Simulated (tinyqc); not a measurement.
Switching kinetics of a ferroelectric film and the memory window of a ferroelectric gate stack. Changing the share s of P screened by trapped charge. Computed by tinyqc, a small Python program. Command: `OMP_NUM_THREADS=1 python tinyqc.py 3023967 3023968 out.jsonl feswitch sweep`. One thread of a shared host (Intel(R) Xeon(R) Processor @ 2.30GHz), about 0.02 s of CPU time with the checks.

Fields in MV/cm; 1 microcoulomb/cm^2 over eps_0 is 11.29409 MV/cm. In the stack (metal, ferroelectric, interlayer, channel) the channel is taken as a conductor.

Inputs (values chosen for the exercise, for a model film):

| quantity | value | unit |
|---|---|---|
| saturation polarisation P_s | 32 | microcoulomb/cm^2 |
| ratio P_r/P_s | 0.81 | - |
| coercive field E_c | 1.2 | MV/cm |
| permittivity of the ferroelectric eps_F | 27 | - |
| thickness t_F | 19 | nm |
| permittivity of the interlayer eps_I | 3.9 | - |
| interlayer thickness t_I | 0.76 | nm |
| pulse height V | 3.8 | V |
| breakdown field of the interlayer | 14 | MV/cm |

Method:
- Saturated branches: P(E) = P_s tanh[(E -/+ E_c)/(2 delta)], delta = E_c/ln[(1 + P_r/P_s)/(1 - P_r/P_s)]; D = P + eps_0 eps_F E.
- At threshold the channel charge is negligible, so D = 0 on each branch: (1 - s) P(E) + eps_0 eps_F E = 0, with the screened share s. The rising branch has the root E0 between 0 and E_c; window = 2 E0 t_F; its upper bound is 2 E_c t_F.
- Series stack: V = E_F t_F + E_I t_I and eps_I E_I = eps_F E_F + (1 - s) P/eps_0. Before switching P = -P_r, after it P = +P_s; in retention V = 0 and P = +P_r.

One run for each value:

| share s of P screened by trapped charge | memory window (V) | depolarising field over E_c | E_I after switching (MV/cm) | fixed-charge estimate 2 (1 - s) P_r t_F/(eps_0 eps_F) (V) |
|---|---|---|---|---|
| 0.56 | 3.8559 | 0.86216 | 42.775 | 18.128 |
| 0.65 | 3.7054 | 0.68581 | 36.244 | 14.420 |
| 0.73 | 3.5043 | 0.52905 | 30.438 | 11.124 |
| 0.82 | 3.1225 | 0.35270 | 23.906 | 7.416 |
| 0.90 | 2.4427 | 0.19595 | 18.101 | 4.120 |
| 0.99 | 0.3936 | 0.01959 | 11.569 | 0.412 |

Over the rows, memory window (V) falls from 3.86 to 0.394; depolarising field over E_c falls from 0.862 to 0.0196; E_I after switching (MV/cm) falls from 42.8 to 11.6. Screening from 0.56 to 0.99 cuts the depolarising field by a factor 44.0 and the window by 9.80: the field is linear in the unscreened charge, while the window saturates towards 2 E_c t_F when that charge is large. Left out: 0.300, 0.390, 0.470 (the pulse cannot drive the film).

Caution (rows 0.560, 0.650, 0.730, 0.820, 0.900): the interlayer field exceeds its breakdown field, so charge injection would change the fields. Caution (rows 0.560, 0.650, 0.730, 0.820): E_F after switching lies below E_c, so switching stalls before P_s and that state is not reached.

Extremes, crossings and ranges named in words are read from the listed rows.
